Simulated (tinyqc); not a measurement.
Grain growth, pinning, strength and diffusional creep of a polycrystal or thin film. Inputs raised by 2 %, one at a time. Computed by tinyqc, a small Python program. Command: `OMP_NUM_THREADS=1 python tinyqc.py 3021679 3021680 out.jsonl grain sens`. One thread of a shared host (Intel(R) Xeon(R) Processor @ 2.30GHz), about 0.01 s of CPU time with the checks.

One mean grain size d describes the structure.

Inputs (values chosen for the exercise, modelled on copper): shear modulus G = 49.8 GPa; Burgers vector b = 2.556 angstrom; boundary energy gamma = 0.62 J/m^2; mobility prefactor M0 = 2.5e-06 m^4/(J s); activation energy of boundary motion Q_m = 1.14 eV; anneal temperature T = 676 K; anneal time t = 92 s; initial grain size d0 = 100 nm; particle volume fraction f = 0.0006; particle radius r = 9.8 nm; friction stress sigma_0 = 25 MPa; Hall-Petch slope k_y = 0.12 MPa m^0.5.

Sample: bulk.

Constants: k_B = 8.617333262e-05 eV/K.

Method:
- M = M0 exp(-Q_m/(k_B T)). The driving pressure is 2 gamma/d. Zener pinning pressure 3 f gamma/(2 r) stops growth at d_Z = 4 r/(3 f). The limit is d_lim = d_Z.
- dd/dt = 2 M gamma (1/d - 1/d_lim) integrates to 2 M gamma t = d_lim (d0 - d) + d_lim^2 ln[(d_lim - d0)/(d_lim - d)]; without pinning d^2 = d0^2 + 4 M gamma t.
- Hall-Petch term k_y/sqrt(d). Orowan term 3.06 x 0.4 G b ln(2 rbar/b)/(pi lambda sqrt(1 - nu)) with nu = 1/3, rbar = sqrt(2/3) r, lambda = rbar (sqrt(pi/f) - 2). The terms are added to sigma_0.

Runs:
```
input moved                                       from        to  grain size d (nm)  limit d_lim (nm)  yield stress (MPa)  Orowan term (MPa)
base run                                             -         -             1320.6             21778              174.05             44.631
shear modulus G (GPa)                             49.8    50.796             1320.6             21778              174.95             45.524
mobility prefactor M0 (m^4/(J s))              2.5e-06  2.55e-06             1333.4             21778              173.55             44.631
activation energy of boundary motion Q_m (eV)     1.14    1.1628             1091.3             21778              184.50             44.631
anneal temperature T (K)                           676    689.52             1591.5             21778              164.75             44.631
anneal time t (s)                                   92     93.84             1333.4             21778              173.55             44.631
initial grain size d0 (nm)                         100       102             1320.7             21778              174.05             44.631
particle radius r (nm)                             9.8     9.996             1321.1             22213              173.37             43.966
```

Exponents ln(y'/y) / ln(x'/x):
```
input                                     grain size d  limit d_lim  yield stress  Orowan term
shear modulus G                                  0.000            0         0.258        1.000
mobility prefactor M0                            0.487            0        -0.146        0.000
activation energy of boundary motion Q_m        -9.630            0         2.943        0.000
anneal temperature T                             9.422            0        -2.773        0.000
anneal time t                                    0.487            0        -0.146        0.000
initial grain size d0                            0.006            0        -0.002        0.000
particle radius r                                0.021            1        -0.200       -0.759
```

To which inputs is each result most sensitive?

Among the inputs moved here: grain size d answers most in size to activation energy of boundary motion Q_m (exponent -9.630), next to anneal temperature T (+9.422); its exponent is below 0.0005 for shear modulus G. limit d_lim answers most in size to particle radius r (exponent +1.000); its exponent is below 0.0005 for shear modulus G, mobility prefactor M0, activation energy of boundary motion Q_m, anneal temperature T, anneal time t, initial grain size d0. Yield stress answers most in size to activation energy of boundary motion Q_m (exponent +2.943), next to anneal temperature T (-2.773). Orowan term answers most in size to shear modulus G (exponent +1.000), next to particle radius r (-0.759); its exponent is below 0.0005 for mobility prefactor M0, activation energy of boundary motion Q_m, anneal temperature T, anneal time t, initial grain size d0. Its exponent +1.000 in shear modulus G: line tension.
